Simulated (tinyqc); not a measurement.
Solid solubility of a dopant against its melt (retrograde solidus), clustering and the electrically active fraction: one step, computed by the program tinyqc. Command: `OMP_NUM_THREADS=1 python tinyqc.py 3015621 3015622 out.jsonl retro walk`. One thread of a shared host (Intel(R) Xeon(R) Processor @ 2.30GHz), about 0.01 s of CPU time with the checks.

Task: Liquidus and solidus at T. x_l and x_s are atom fractions of the dopant in melt and solid; the solid is dilute. Liquidus of the host: R T ln(1 - x_l) + L x_l^2 = -H_f (1 - T/T_m). Distribution: k = x_s/x_l = exp[L (1 - x_l)^2/(R T)] exp(S/k_B - H/(k_B T)), the first factor being the activity coefficient in the melt. Solubility = x_s N0; at T_m x_l = 0.

Inputs (values chosen for the exercise, for a model dopant):
```
quantity,value,unit
melting point of the host T_m,1687,K
heat of melting of the host H_f,50.2,kJ/mol
interaction L of the melt,7.4,kJ/mol
enthalpy of transfer from melt to solid H,0.452,eV
entropy of transfer S,-1.17,k_B
site density N0,5e+22,1/cm^3
temperature T,1180,K
```

Constants: R = 8.314462618 J/(mol K); k_B = 8.617333262e-05 eV/K.

Give: x_l; distribution coefficient k; x_s; solubility; k at the melting point.

Result:

x_l = 0.8802

distribution coefficient k = 0.003682

x_s = 0.003241

solubility = 1.620e+20 1/cm^3

k at the melting point = 0.02348

k has changed by a factor 0.16 from its value at T_m, while x_l has grown from 0 to 0.880.
